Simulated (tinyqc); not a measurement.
From results back to parameters: optical gain and spontaneous emission in a bulk direct-gap semiconductor. Three cases, with inputs chosen for the exercise.

Problem. The gain spectrum crosses zero at E0 = Eg + Fc + Fv; n = p is hidden.

F_j(eta) = (1/Gamma(j + 1)) integral_0^infinity x^j dx/(1 + exp(x - eta)), which tends to exp(eta) for eta << 0.

Quasi-Fermi levels: n = Nc F_1/2(Fc/kT) and p = Nv F_1/2(Fv/kT), Fc counted up from the conduction edge and Fv down from the valence edge; Nc, Nv from N = 2 (m kB T/(4 pi c))^(3/2) with c = hbar^2/2m0, in 1/angstrom^3; times 1e24 for 1/cm^3, with me and (mhh^(3/2) + mlh^(3/2))^(2/3).

Constants: hbar^2/2m0 = 3.80998211 eV angstrom^2; kB = 8.617333262e-05 eV/K.

Find: Fc; Fv; n.

Method. Fc + Fv rises steadily with n, so one n gives E0 - Eg; solve by bisection on ln n.

Case 1.

Values chosen (near those of InGaAs; shifted at random, so the results belong to these values and not to a real crystal): Eg = 0.729 eV (direct gap); me = 0.0414 m0 (electron mass); mhh = 0.463 m0 (heavy-hole mass); mlh = 0.0545 m0 (light-hole mass); T = 350 K.

E0 = 0.87884 eV

Solution.

Fc = 0.183 eV
Fv = -0.033 eV
n = 3.1e+18 1/cm^3

Case 2.

Values chosen (near those of GaAs; shifted at random, so the results belong to these values and not to a real crystal): Eg = 1.421 eV (direct gap); me = 0.0676 m0 (electron mass); mhh = 0.517 m0 (heavy-hole mass); mlh = 0.0855 m0 (light-hole mass); T = 400 K.

E0 = 1.53432 eV

Solution.

Fc = 0.149 eV
Fv = -0.035 eV
n = 4.9e+18 1/cm^3

Case 3.

Values chosen (near those of InGaAs; shifted at random, so the results belong to these values and not to a real crystal): Eg = 0.761 eV (direct gap); me = 0.0401 m0 (electron mass); mhh = 0.471 m0 (heavy-hole mass); mlh = 0.0518 m0 (light-hole mass); T = 400 K.

E0 = 0.89708 eV

Solution.

Fc = 0.184 eV
Fv = -0.048 eV
n = 3.0e+18 1/cm^3

Computed by tinyqc, one run a case: `OMP_NUM_THREADS=1 python tinyqc.py N N+1 out.jsonl` with N = 1652442, 1652447, 1652452; one thread of a shared Intel(R) Xeon(R) Processor @ 2.30GHz, about 0.09 s a run at most.
